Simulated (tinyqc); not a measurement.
MOSFET in saturation, small-signal circuit and noise: one step of the calculation.

Bias by the inversion coefficient IC = I/Ispec (charge-based model with velocity saturation; weak inversion below 0.1, strong above 10). Common-source circuit: gm, gds, Cgs, Cgd and Cj at the inner nodes, Rg in series with the gate; quasi-static, no source or drain resistance, no gate-body capacitance, no substrate network, no induced gate noise, so fmax is an upper estimate.

Problem. Current, transconductance and gain. Ispec = 2 n mu Cox (W/L) Vt^2, lc = Ls/L, gms = [sqrt((lc IC + 1)^2 + 4 IC) - 1]/[2 + lc (lc IC + 1)], gm = gms Ispec/(n Vt), gds = sg gm.

Parameters, values chosen for the exercise: temperature T = 400 K; gate length L = 130 nm; total gate width W = 20 um; gate capacitance Cox = 2.33 uF/cm^2; mobility mu = 330 cm^2/(V s); slope factor n = 1.28; velocity-saturation length Ls = 15 nm; ratio gds/gm sg = 0.035; inversion coefficient IC = 28.

Constants: q = 1.602176634e-19 C, kB = 1.380649e-23 J/K, Vt = kB T/q. Results are converted to the units shown.

Wanted: Ispec; I; gms; gm; gds; gm/I.

Solution.

Ispec = 359.80 uA
I = 10074 uA
gms = 4.1787
gm = 34.077 mS
gds = 1.1927 mS
gm/I = 3.3825 1/V

Computed by the program tinyqc: `OMP_NUM_THREADS=1 python tinyqc.py 2150134 2150135 out.jsonl`, one thread of a shared Intel Xeon 2.30GHz, about 0.01 s for the whole run.
